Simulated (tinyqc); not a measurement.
Three voltage laws: time-dependent dielectric breakdown: cell percolation, Weibull statistics, area scaling and voltage extrapolation. Computed by tinyqc, a small Python program. Command: `OMP_NUM_THREADS=1 python tinyqc.py 3027845 3027846 out.jsonl tddb walk`. One thread of a shared host (Intel(R) Xeon(R) Processor @ 2.30GHz), about 0.01 s of CPU time with the checks.

The oxide is divided into columns of area a^2, each holding m = t_ox/a cells (m is taken as continuous). A share lambda(t) = (t/t_1)^alpha of the cells is defective, and a column whose cells are all defective breaks down.

Inputs (values chosen for the exercise, for a model gate oxide):
```
quantity                                                   value  unit
oxide thickness t_ox                                         1.7    nm
defect cell size a                                          0.91    nm
exponent alpha of defect growth                              0.9     -
time t_1 at which the occupied share would reach 1       1.6e+07     s
test area A                                                 0.03  um^2
product area A_u                                          800000  um^2
stress voltage V                                            2.25     V
use voltage V_u                                              1.3     V
local exponent n = -d ln t/d ln V at the stress voltage       37     -
activation energy E_a                                       0.56    eV
stress temperature T                                         105     C
use temperature T_u                                           85     C
allowed failure fraction F                                0.0001     -
```

Voltage law used: 1/E.

Constants: k_B = 8.617333262e-05 eV/K.

Method:
- Failure fraction F = 1 - (1 - lambda^m)^N with N = A/a^2 columns, which for small lambda^m is 1 - exp(-(t/t63)^beta) with beta = alpha m and t63 = t_1 N^(-1/beta); critical share lambda(t63) = N^(-1/m). 1 um^2 = 1e6 nm^2.
- All three voltage laws share the slope n at the stress voltage. Factor t(V_u)/t(V): E law exp(n (1 - V_u/V)); 1/E law exp(n (V/V_u - 1)); power law (V/V_u)^n.
- Temperatures in kelvin are T(C) + 273.15.
- Temperature factor exp[(E_a/k_B)(1/T_u - 1/T)]; area factor (A/A_u)^(1/beta); percentile factor (-ln(1 - F))^(1/beta); life = t63 x all four; 1 year = 3.15576e7 s.
- Life = t63 x voltage, temperature, area and percentile factors, the last three as above.

projected life = 227.528 years

voltage factor = 5.52910e+11

Log10 of the life in years:
```
V_u/V  V_u (V)    E law  1/E law  power law
1.00    2.2500  -9.3856   -9.386    -9.3856
0.95    2.1375  -8.5822   -8.540    -8.5614
0.90    2.0250  -7.7787   -7.600    -7.6926
0.80    1.8000  -6.1718   -5.368    -5.7999
0.70    1.5750  -4.5650   -2.499    -3.6542
0.60    1.3500  -2.9581    1.327    -1.1772
0.50    1.1250  -1.3512    6.683     1.7525
0.40    0.9000   0.2557   14.718     5.3382
```

At V_u/V = 0.9 the laws differ by 0.18 decades at most, and at 0.5 by 8.0. The E law is the most cautious and the 1/E law the most hopeful. Ten years are reached at V_u/V = 0.354 (E), 0.607 (1/E), 0.524 (power). Caution: t_1 is an input here; in a real oxide it changes with thickness at fixed voltage. Caution: a voltage factor of more than nine decades rests wholly on the chosen law and cannot be tested. Caution: the rows at low voltage extrapolate over many decades and cannot be tested.
